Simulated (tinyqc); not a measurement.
Speciation in dilute and buffered hydrofluoric acid, oxide etch rate and bath loading: one step, computed by the program tinyqc. Command: `OMP_NUM_THREADS=1 python tinyqc.py 3121070 3121071 out.jsonl hfetch walk`. One thread of a shared host (Intel(R) Xeon(R) Processor @ 2.30GHz), about 0.01 s of CPU time with the checks.

Concentrations stand for activities, NH4+ and Cl- are spectators, and water ionisation is neglected. H, F and HF2 denote the ions H+, F- and HF2-. The base temperature is 298 K.

Task: One trial. Fluoride balance: [HF] + [F] + 2 [HF2] + 2 [H2F2] = HF added + NH4F added. Acid balance: [H] + [HF] + [HF2] + 2 [H2F2] = HF added + HCl added. For a trial [H], [HF] = [H][F]/K1, and the fluoride balance is a quadratic in [F]. Take pH = 3. The residual is the left side of the acid balance less the right.

Inputs (values chosen for the exercise, of the order of those for thermal oxide at room temperature):

| quantity | value | unit |
|---|---|---|
| HF added | 0.86 | mol/L |
| NH4F added | 1.7 | mol/L |
| HCl added | 0 | mol/L |
| K1 = [H][F]/[HF] | 0.000747 | mol/L |
| K2 = [HF2]/([HF][F]) | 3.85 | L/mol |
| K3 = [H2F2]/[HF]^2 | 2.36 | L/mol |

Give: [F]; [HF]; [HF2]; [H2F2]; residual.

Result:

[F] = 0.3123 mol/L

[HF] = 0.4180 mol/L

[HF2] = 0.5025 mol/L

[H2F2] = 0.4124 mol/L

residual = 0.8862 mol/L

The residual is positive: the trial holds too much acid, so the pH lies above 3.
